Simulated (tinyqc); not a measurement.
Thin film between two gates, subbands and threshold shift from confinement: two steps of the calculation.

Undoped body with a flat potential across it, hard walls, transport along x. Three valley pairs (g = 2 each) with the longitudinal mass along x, y or z. Non-parabolicity enters the subband edges through E (1 + al E) = gamma, so E = 2 gamma/(1 + sqrt(1 + 4 al gamma)); motion within a subband is taken as parabolic with the band-edge mass. Energies are counted from the bulk band edge.

Parameters, values chosen for the exercise; masses close to those of silicon:
- T = 300 K (temperature)
- ml = 0.918 m0 (longitudinal mass)
- mt = 0.191 m0 (transverse mass)
- al = 0.5 1/eV (non-parabolicity)
- t = 8.5 nm (film thickness (along z))
- dl = 0.3 nm (widening of the box by penetration into the insulator)

Constants: q = 1.602176634e-19 C, kB = 1.380649e-23 J/K, hbar = 1.054571817e-34 J s, m0 = 9.1093837015e-31 kg, Vt = kB T/q, hbar^2/(2 m0) = 0.0380998212 eV nm^2. Results are converted to the units shown.

Question 1. Lowest subbands. gamma = C (pi k/(t + dl))^2/mz, C = hbar^2/(2 m0). List the 6 lowest, labelled by valley axis and quantum numbers, with degeneracy g and N_k: N_k = g sqrt(mx my) m0 kB T/(pi hbar^2).

Wanted: E_k; g; N_k.

Answer 1.

| subband | E_k (eV) | g | N_k (cm^-2) |
|---|---|---|---|
| z1 | 0.005276 | 2 | 4.125e12 |
| z2 | 0.02094 | 2 | 4.125e12 |
| x1 | 0.02511 | 2 | 9.044e12 |
| y1 | 0.02511 | 2 | 9.044e12 |
| z3 | 0.04652 | 2 | 4.125e12 |
| z4 | 0.08133 | 2 | 4.125e12 |

Question 2. Threshold shift. Each subband has N_k = g sqrt(mx my) m0 kB T/(pi hbar^2); without degeneracy n = exp(EF/Vt) sum N_k exp(-E_k/Vt). Classical value Nc times t, Nc = sum over valleys of 2 g (m m0 kB T/(2 pi hbar^2))^1.5 with m = (mx my mz)^(1/3). Threshold shift dVT = Vt ln(classical value/sum N_k exp(-E_k/Vt)). Use the subbands listed.

| subband | E_k (eV) | N_k (cm^-2) |
|---|---|---|
| z1 | 0.0052755845 | 4.1252921e12 |
| z2 | 0.020938785 | 4.1252921e12 |
| x1 | 0.025107638 | 9.0439751e12 |
| y1 | 0.025107638 | 9.0439751e12 |
| z3 | 0.046523295 | 4.1252921e12 |
| z4 | 0.081325119 | 4.1252921e12 |

Wanted: shares; sum N_k exp(-E_k/Vt); Nc; classical value; dVT.

Answer 2.

| subband | shares (%) |
|---|---|
| z1 | 26.061 |
| z2 | 14.219 |
| x1 | 26.530 |
| y1 | 26.530 |
| z3 | 5.285 |
| z4 | 1.375 |

sum N_k exp(-E_k/Vt) = 1.2907e13 cm^-2
Nc = 2.7554e19 cm^-3
classical value = 2.3421e13 cm^-2
dVT = 15.403 mV

tinyqc, about 0.06 s, one thread, Intel Xeon 2.30GHz (shared host): `OMP_NUM_THREADS=1 python tinyqc.py 2350091 2350092 out.jsonl`
